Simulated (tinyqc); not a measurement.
Electron-beam lithography: double-Gaussian proximity function, edge placement and dose correction for parallel lines: one step, computed by the program tinyqc.

Lines are infinitely long. Absorbed energy is counted so that the middle of a very large area written at dose 1 receives 1; the resist develops where it exceeds 1/2.

Task: Dose to size and latitude. A test line of width w << beta in surroundings of density rho, all at dose d: near its edge E(x) = d [S + eta rho]/(1 + eta), S = [erf((b - x)/alpha) - erf((a - x)/alpha)]/2 for edges a and b, the second term being the background energy. Dose to size d_s = (1 + eta)/(erf(w/alpha) + 2 eta rho), dose = d_s D0; edge slope d [1 - exp(-w^2/alpha^2)]/(sqrt(pi) alpha (1 + eta)); width change per 1 % of dose = 2 x 0.01 x (1/2)/slope.

Inputs (values chosen for the exercise, of the order of those for 50 keV electrons in resist on silicon):
```
quantity                               value               unit
forward range alpha                   0.0086         micrometre
backscatter ratio eta                    1.1                  -
base dose D0                              68  microcoulomb/cm^2
width of the test line                 0.041         micrometre
pattern density around the test line    0.36                  -
```

Give: dose to size d_s; dose; edge slope; width change per 1 % of dose; background energy.

Result:

dose to size d_s = 1.171875

dose = 79.69 microcoulomb/cm^2

edge slope = 0.03661 1/nm

width change per 1 % of dose = 0.2732 nm

background energy = 0.2210

The background supplies 44 % of the threshold.
